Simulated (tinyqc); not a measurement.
# Changing the well width L

Model: donor or exciton in a quantum well (variational effective-mass method). Computed by tinyqc, a small Python program. Command: `OMP_NUM_THREADS=1 python tinyqc.py 3024979 3024980 out.jsonl welldonor sweep`. One thread of a shared host (Intel(R) Xeon(R) Processor @ 2.30GHz), about 0.08 s of CPU time with the checks.

H = -nabla^2 - 2/|r - r_i| + V(z) in effective units; trial function psi = f(z) exp(-|r - r_i|/lambda), f the ground state of the well. Mass and screening are the same in well and barrier; l = L/a* is the width in effective units. Bands are flat: no polarisation or applied field.

Inputs (values chosen for the exercise, modelled on InP): electron mass m = 0.0785 m_0; dielectric constant eps = 12.7; donor position z_i/L from the centre = 0.4.

Centre: donor. Barriers: infinite.

Constants: Ry = 13.605693123 eV; a_0 = 0.529177210903 angstrom.

Method:
- Ry* = Ry m/eps^2, a* = a_0 eps/m; l = L/a*.
- k = pi/l; f = cos(k z) inside and zero outside; subband energy k^2 Ry*.
- Binding E_b(lambda) = -1/lambda^2 + 4 A/(lambda B), with A = int f^2 exp(-2 s/lambda) dz, B = int f^2 exp(-2 s/lambda)(1 + 2 s/lambda) dz and s = |z - z_i|; 40 Gauss-Legendre points on each piece between the walls at z = -l/2 and l/2 and z_i.
- Golden-section search for the maximum over lambda from 0.3 to 4, 40 steps.

One run for each value:

| well width L (nm) | binding energy (meV) | radius lambda a* (nm) | binding in Ry* |
|---|---|---|---|
| 0.38 | 23.396 | 4.826 | 3.5331 |
| 0.58 | 22.156 | 5.075 | 3.3459 |
| 0.89 | 20.570 | 5.426 | 3.1064 |
| 1.40 | 18.556 | 5.935 | 2.8021 |
| 2.10 | 16.531 | 6.536 | 2.4964 |
| 3.30 | 14.154 | 7.399 | 2.1374 |
| 5.00 | 11.987 | 8.391 | 1.8102 |
| 7.80 | 9.818 | 9.664 | 1.4827 |
| 12.00 | 7.959 | 11.057 | 1.2019 |

Describe and explain the trends.

Over the rows, binding energy (meV) falls from 23.4 to 7.96 (exponent d ln y / d ln x -0.13 between the first rows and -0.49 between the last); radius lambda a* (nm) rises from 4.83 to 11.1 (exponent d ln y / d ln x 0.12 between the first rows and 0.31 between the last); binding in Ry* falls from 3.53 to 1.20 (exponent d ln y / d ln x -0.13 between the first rows and -0.49 between the last). Squeezing the envelope brings the charges closer, and the binding rises towards the two-dimensional 4 Ry*.

Caution (rows 0.380, 0.580, 0.890, 1.40, 2.10, 3.30, 5.00): so narrow a well has large confinement energy, where non-parabolicity and barrier penetration matter.

Extremes, crossings and ranges named in words are read from the listed rows.
